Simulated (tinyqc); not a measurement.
A particle near a wafer in liquid: double-layer and van der Waals forces (DLVO), deposition barrier and removal: one step, computed by the program tinyqc.

Sphere and flat wall, Derjaguin approximation, constant potentials in the linear-superposition form, no retardation and no hydration force.

Problem. Removing an attached particle. Adhesion F_a = A R/(6 h0^2) [1 + a^2/(R h0)] - kappa Z R exp(-kappa h0), a the contact radius. Drag in a shear flow F_d = 1.7 x 6 pi mu R^2 G, acting at 1.4 R; rolling starts when 1.4 R F_d = a F_a. Wall shear stress = mu G.

Inputs (values chosen for the exercise, of the order of those for silica on copper in water):
```
quantity                 value   unit
particle radius R           91     nm
Hamaker constant A     2.7e-20      J
temperature T              298      K
contact distance h0        0.3     nm
contact radius over R     0.19      -
viscosity                 0.58  mPa s
```

kappa = 0.08642576 1/nm

Z = -9.085126 pN

Give: van der Waals adhesion; net adhesion F_a; wall shear stress for rolling; shear rate G.

Solution.

van der Waals adhesion = 54374 pN

net adhesion F_a = 54444 pN

wall shear stress for rolling = 27845 Pa

shear rate G = 4.801e+07 1/s
